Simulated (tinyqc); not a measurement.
Donors with valley-orbit split 1s states: sweeps and comparisons. A value that a table varies takes the place of the one given here.

Each donor binds at most one electron, in any of its states. For a site s, W_s = sum over its states of g exp(E/kT), and the ionised share is 1/(1 + W_s exp(eta)), eta = (EF - Ec)/kT; n = Nc F_1/2(eta); neutrality n + NA = ND x (mean ionised share); holes are neglected. Nc from N = 2 (m kB T/(4 pi c))^(3/2) with c = hbar^2/2m0, in 1/angstrom^3; times 1e24 for 1/cm^3, m = md. F_j(eta) = (1/Gamma(j + 1)) integral_0^infinity x^j dx/(1 + exp(x - eta)), which tends to exp(eta) for eta << 0.

Mobility (Caughey-Thomas form): mu = mu0 + (mu1 (T/300)^(-ga) - mu0)/(1 + ((ND + NA)/Nr)^de); rho = 1/(e n mu), e = 1.602176634e-19 C.

Constants: hbar^2/2m0 = 3.80998211 eV angstrom^2; kB = 8.617333262e-05 eV/K.

Inputs chosen for the exercise (near those of P in Si; the results hold for these values, not for the real material):
- md = 1.037 m0 (density-of-states mass of the conduction band)
- E = (44.5, 33.3, 31.5) meV (binding energies of 1s(A1), 1s(T2), 1s(E))
- g = (2, 6, 4) (their degeneracies with spin)
- ND = 1.7e+16 1/cm^3 (donors)
- NA = 0 1/cm^3 (compensating acceptors, all ionised)
- T = 500 K
- mu0 = 60 cm^2/(V s) (mobility at heavy doping)
- mu1 = 1362 cm^2/(V s) (mobility at light doping and 300 K)
- Nr = 1.1e+17 1/cm^3 (reference doping)
- de = 0.72 (doping exponent)
- ga = 2.3 (temperature exponent)

## What the excited states change

The last columns keep only the ground state of each site (g = 2).

Results:

| T (K) | effective degeneracy | eta | n (1/cm^3) | n, ground states only | ratio |
|---|---|---|---|---|---|
| 40 | 2.32 | -9.05 | 1.52e+14 | 1.64e+14 | 0.928 |
| 60 | 3.01 | -7.37 | 1.49e+15 | 1.81e+15 | 0.824 |
| 80 | 3.79 | -6.73 | 4.37e+15 | 5.69e+15 | 0.768 |
| 110 | 4.86 | -6.45 | 9.26e+15 | 1.18e+16 | 0.784 |
| 150 | 5.99 | -6.55 | 1.34e+16 | 1.54e+16 | 0.870 |
| 200 | 7.01 | -6.84 | 1.55e+16 | 1.65e+16 | 0.937 |
| 250 | 7.76 | -7.13 | 1.62e+16 | 1.68e+16 | 0.966 |
| 300 | 8.31 | -7.38 | 1.65e+16 | 1.69e+16 | 0.979 |
| 400 | 9.08 | -7.80 | 1.68e+16 | 1.69e+16 | 0.990 |
| 500 | 9.58 | -8.13 | 1.69e+16 | 1.70e+16 | 0.994 |

The effective degeneracy grows from 2.32 to 9.58. Excited states hold electrons back, so the ratio is never above 1; it is lowest, 0.768, at 80 K of those listed, and 0.979 at 300 K. At low T the excited states empty out, and at high T more donors are ionised (n is 99 % of ND - NA in the last row), so the effect is largest in between.

## Ionisation and resistivity against doping

NA = 0.

Results:

| ND (1/cm^3) | n (1/cm^3) | n/ND | mu (cm^2/(V s)) | rho (ohm cm) | rho at full ionisation |
|---|---|---|---|---|---|
| 1.0e+14 | 1.00e+14 | 1.000 | 418 | 149 | 149 |
| 1.0e+15 | 1.00e+15 | 1.000 | 409 | 15.3 | 15.3 |
| 1.0e+16 | 9.95e+15 | 0.995 | 366 | 1.71 | 1.70 |
| 3.0e+16 | 2.96e+16 | 0.986 | 319 | 0.661 | 0.652 |
| 1.0e+17 | 9.57e+16 | 0.957 | 247 | 0.265 | 0.253 |
| 3.0e+17 | 2.66e+17 | 0.888 | 178 | 0.132 | 0.117 |
| 1.0e+18 | 7.40e+17 | 0.740 | 121 | 0.0696 | 0.0515 |
| 2.0e+18 | 1.25e+18 | 0.626 | 100 | 0.0499 | 0.0313 |

From 1e16 to 1e18 1/cm^3 rho falls by a factor 24.6, not 100: the mobility takes a factor 3.02 and incomplete ionisation 1.34. n/ND is below 0.9 from 3e+17 1/cm^3 on. From a few times 1e18 1/cm^3 on, depending on the dopant, the levels merge with the band, and already below that screening lowers the binding energy, so the last rows understate n.

## Compensation sets the slope of the freeze-out

NA = K ND. The slope energy is -d ln(n T^(-p))/d(1/kT) between 30 and 36 K, with p = 3/4 for K = 0 and p = 3/2 otherwise.

Results:

| K | n(30 K) (1/cm^3) | n(36 K) (1/cm^3) | slope energy (meV) |
|---|---|---|---|
| 0 | 1.50e+13 | 7.03e+13 | 21.80 |
| 0.0010 | 8.77e+12 | 6.23e+13 | 26.17 |
| 0.010 | 1.31e+12 | 2.51e+13 | 41.61 |
| 0.050 | 2.53e+11 | 5.51e+12 | 43.55 |
| 0.20 | 5.33e+10 | 1.17e+12 | 43.65 |
| 0.50 | 1.33e+10 | 2.92e+11 | 43.65 |

Without acceptors the slope is 21.80 meV, against half the ground-state energy, 22.25; with K = 0.05 it is 43.55 meV, against the full 44.5. The full energy (less a few meV where excited levels lie within a few kT) shows where n is far below NA, since the acceptors then hold EF near the donor level: n(36 K)/NA is 3.7 for K = 0.001 and 0.0065 for K = 0.05; for K = 0.001 the sample is still in or near the uncompensated regime, where p = 3/2 is the wrong power, so that slope means little.

## What moves the carrier density

All results formed anew. Each row changes one parameter from the base and keeps the others.

Results:

| case | eta | n (1/cm^3) | rho (ohm cm) |
|---|---|---|---|
| base | -8.126 | 1.687e+16 | 1.069 |
| E = (49.5, 33.3, 31.5) meV | -8.126 | 1.686e+16 | 1.070 |
| md = 1.141 m0 | -8.268 | 1.688e+16 | 1.068 |
| ND = 3.4e+16 1/cm^3 | -7.440 | 3.347e+16 | 0.5971 |
| NA = 1.7e+15 1/cm^3 | -8.231 | 1.518e+16 | 1.203 |
| T = 530 K | -8.212 | 1.688e+16 | 1.215 |
| Nr = 2.2e+17 1/cm^3 | -8.126 | 1.687e+16 | 0.9965 |

The largest shifts from the base row, up to three for each result and ties (the steps differ in size, so this ranks the rows, not the parameters). eta: ND +0.685, md -0.142, NA -0.105; unchanged at the printed digits by E and Nr. n (1/cm^3): ND +1.66e+16, NA -1.69e+15, md +1.77e+13; unchanged at the printed digits by Nr. rho (ohm cm): ND -0.472, T +0.146, NA +0.133.

Computed by tinyqc, a small Python program: `OMP_NUM_THREADS=1 python tinyqc.py 1652391 1652392 out.jsonl` (the numbers bound the seed that draws the inputs); one thread of a shared host (Intel(R) Xeon(R) Processor @ 2.30GHz), about 0.01 s for the whole set of steps.
